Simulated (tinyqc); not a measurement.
Straight dislocations in isotropic elasticity: fields, energies, partials, Peierls stress and walls: one step, computed by the program tinyqc.

The line runs along z, the glide plane is y = 0, and beta is the angle between b and the line (0 screw, 90 degrees edge): b_e = b sin(beta) along +x with the extra half plane at y > 0, b_s = b cos(beta). Stress is positive in tension.

Problem. Force on a second, equal dislocation at that point. Peach-Koehler force per length on a parallel dislocation with the same b: in the glide plane F_x = s_xy b_e + s_yz b_s, normal to it F_y = -(s_xx b_e + s_xz b_s), which drives climb of the edge part or cross-slip of a screw.

Inputs (values chosen for the exercise, modelled on gold): Burgers vector b = 2.884 angstrom.

Character: screw.

stress (MPa):
```
         x          y          z
x   0.0000     0.0000    89.9078
y   0.0000     0.0000  -141.9596
z  89.9078  -141.9596     0.0000
```

Give: glide force F_x; normal force F_y.

Solution.

glide force F_x = -40.94 mN/m

normal force F_y = -25.93 mN/m
